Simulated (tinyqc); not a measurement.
# Surface potential of a MOS transistor: implicit equation and explicit approximations: two studies

p-type body, charge-sheet picture, depletion and inversion only, full ionisation (an idealisation for deep acceptors), Boltzmann statistics (rough once Na exp(x - xn) passes about Nc/7). In units of Vt: xg = (Vg - Vfb)/Vt, x = psi/Vt, G = gamma/sqrt(Vt), xn = (2 phiF + Vc)/Vt. The implicit equation is (xg - x)^2 = G^2 [x - 1 + exp(x - xn)] for x above about 3. Cox = eps0 eox/tox.

Inputs (values chosen for the exercise); band and dielectric values close to those of silicon:

| symbol | value | unit | meaning |
|---|---|---|---|
| T | 250 | K | temperature |
| Eg | 1.14 | eV | band gap |
| eps_r | 11.6 |  | relative permittivity |
| Nc | 2.11e19 | cm^-3 | conduction-band density of states at T |
| Nv | 2e19 | cm^-3 | valence-band density of states at T |
| eox | 3.9 |  | relative permittivity of the gate insulator (close to silicon dioxide) |
| tox | 19 | nm | insulator thickness |
| Na | 7.6e17 | cm^-3 | acceptor density |
| Vfb | -0.35 | V | flat-band voltage |
| Vc | 0 | V | channel-body voltage |
| Vg | 3.69 | V | gate-body voltage |

Constants: q = 1.602176634e-19 C, kB = 1.380649e-23 J/K, Vt = kB T/q, eps0 = 8.8541878128e-14 F/cm where lengths are in cm. Results are converted to the units shown.

Each table varies one quantity; the others keep the values above.

## Accuracy of the approximations against gate voltage

ni = sqrt(Nc Nv) exp(-Eg/(2 Vt)), Eg in volts; phiF = Vt ln(Na/ni); gamma = sqrt(2 q eps0 eps_r Na)/Cox; VT = Vfb + Vt (xn + G sqrt(xn - 1)). Depletion value a = 1 + [sqrt(G^2/4 + xg - 1) - G/2]^2; inversion value b = xn + ln[(xg - xn)^2/G^2 - xn + 1] and first guess y = min(a, b) - ln(1 + exp(-|a - b|)) if a > xn + 1, else b = y = a; one second-order correction with D = exp(y - xn), p = 2 (xg - y) + G^2 (1 + D), w = (xg - y)^2 - G^2 (y - 1 + D): z = y + 2 w/(p + sqrt(p^2 - 2 (2 - G^2 D) w)), or the Newton step z = y + w/p where the root is not real. N_inv = (Cox Vt G/q) [sqrt(x - 1 + exp(x - xn)) - sqrt(x - 1)] at the root. Lambert form (Cox m Vt/q) W0[(G/(2 m sqrt(xn - 1))) exp((Vg - VT)/(m Vt))], m = 1 + G/(2 sqrt(xn - 1)). Errors under 1e-4 mV, and the linear form below VT, are printed as 0.

Results:
```
Vg (V)  psi (V)    x - xn  error of y (mV)  error of z (mV)  N_inv (cm^-2)  Cox (Vg - VT)/q (cm^-2)  Lambert form (cm^-2)
2.97    0.83621   -7.5073          7.14e-3                0       2.0453e7                        0              1.5333e7
3.17    0.91630   -3.7899            0.288                0       8.0319e8                        0              7.3371e8
3.37    0.99035  -0.35258             8.80           -0.100      2.3918e10                 3.2808e9             2.3911e10
3.57     1.0299    1.4811             7.42           -0.144      1.4396e11                2.3015e11             1.4529e11
3.77     1.0480    2.3227             7.36           -0.169      3.2221e11                4.5702e11             3.2507e11
3.97     1.0590    2.8348             5.83          -0.0823      5.1962e11                6.8389e11             5.2403e11
4.37     1.0731    3.4879             4.11          -0.0278      9.3592e11                1.1376e12             9.4340e11
4.57     1.0782    3.7239             3.60          -0.0185      1.1493e12                1.3645e12             1.1583e12
```

Estimate the missing row, Vg = 4.17 V.

Computed row:
```
Vg (V)  psi (V)  x - xn  error of y (mV)  error of z (mV)  N_inv (cm^-2)  Cox (Vg - VT)/q (cm^-2)  Lambert form (cm^-2)
4.17     1.0669  3.2014             4.81          -0.0452      7.2545e11                9.1077e11             7.3140e11
```

With this row back in the table: psi rises from 0.836 to 1.08 V and ends 3.7 Vt above 2 phiF + Vc. Among the rows the first guess is off by at most 8.8 mV (at Vg = 3.37 V) and the corrected value by at most 0.17 mV. In the last row the linear form is 19 % above N_inv and the Lambert form 0.78 % above it; in the first row the Lambert form is 25 % below it. For Vg = 3.57, 3.77, 3.97, 4.17, 4.37, 4.57 the electron quasi-Fermi level lies less than 2 Vt below the band edge at the surface, or above it, where degeneracy and confinement, left out, matter.

## Effect of the acceptor density at fixed gate voltage

Same model as above.

Vfb is held fixed.

Effect of the acceptor density at fixed gate voltage:
```
Na (cm^-3)  psi (V)  x - xn  error of y (mV)  error of z (mV)  N_inv (cm^-2)  Cox (Vg - VT)/q (cm^-2)  Lambert form (cm^-2)
2.5e16        1.011   7.417             2.36         -5.07e-3       2.873e12                 3.102e12              2.913e12
5.4e16        1.026   6.603             2.28         -4.57e-3       2.585e12                 2.807e12              2.616e12
1.1e17        1.040   5.811             2.34         -4.92e-3       2.205e12                 2.423e12              2.229e12
2.4e17        1.052   4.832             2.76         -8.12e-3       1.608e12                 1.818e12              1.624e12
5.2e17        1.056   3.458             4.56          -0.0385       7.586e11                 9.394e11              7.653e11
1.1e18       0.9133  -4.668            0.129                0        4.022e8                        0               3.530e8
2.4e18       0.5352  -23.78                0                0          3.926                        0                0.1561
```

What does the comparison show?

As Na goes from 2.5e16 to 2.4e18, psi goes from 1.01 through a maximum of 1.06 (at Na = 5.2e17 among the rows listed) to 0.535 V, x - xn falls from 7.42 to -23.8 and N_inv falls from 2.87e12 to 3.93 cm^-2. The Lambert form lies between 0.0398 and 1.01 times N_inv. For Na = 2.5e16, 5.4e16, 1.1e17, 2.4e17, 5.2e17 the electron quasi-Fermi level lies less than 2 Vt below the band edge at the surface, or above it, where degeneracy and confinement, left out, matter.

Computed by the program tinyqc: `OMP_NUM_THREADS=1 python tinyqc.py 2122093 2122094 out.jsonl`, one thread of a shared Intel Xeon 2.30GHz, about 0.01 s for the whole run.
